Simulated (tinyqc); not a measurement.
Threshold-voltage variability of a planar MOSFET, analytic estimates: one step of the calculation.

Three independent sources add in quadrature: random dopants in the depleted layer, metal-gate grains of two orientations, and roughness of the two gate edges acting through the roll-off VT = VT(long) - Vr exp(-L/l). These are first-order estimates: no three-dimensional electrostatics, no percolation.

Problem. Random dopants. ni = sqrt(Nc Nv) exp(-Eg/(2 Vt)), Eg in volts; Cox = 3.9 eps0/ti; Wd = sqrt(4 eps0 eps_r Vt ln(Na/ni)/(q Na)); dopants: s1 = (q/Cox) sqrt(Na Wd/(3 L W)). The slope A1 = s1 sqrt(L W); mean number of dopants Na L W Wd.

Parameters, values chosen for the exercise; material values close to those of silicon: temperature T = 300 K; band gap Eg = 1.1 eV; relative permittivity of the semiconductor eps_r = 11.7; conduction-band density of states at T Nc = 2.75e19 cm^-3; valence-band density of states at T Nv = 2.66e19 cm^-3; channel doping Na = 1.2e18 cm^-3; oxide-equivalent thickness in inversion ti = 1 nm; gate length L = 90 nm; gate width W = 210 nm.

Constants: q = 1.602176634e-19 C, kB = 1.380649e-23 J/K, Vt = kB T/q, eps0 = 8.8541878128e-14 F/cm where lengths are in cm. Results are converted to the units shown.

Wanted: Cox; Wd; mean number of dopants; A1; s1.

Solution.

Cox = 3.453 uF/cm^2
Wd = 31.81 nm
mean number of dopants = 721.4
A1 = 0.5234 mV um
s1 = 3.807 mV

Counting alone, 1/sqrt(N) of the depletion voltage q Na Wd/Cox = 177 mV, would give sqrt(3) times more: dopants deep in the layer act less on the surface.

Numbers from tinyqc (`OMP_NUM_THREADS=1 python tinyqc.py 2090105 2090106 out.jsonl`; about 0.01 s on one thread of a shared Intel Xeon 2.30GHz).
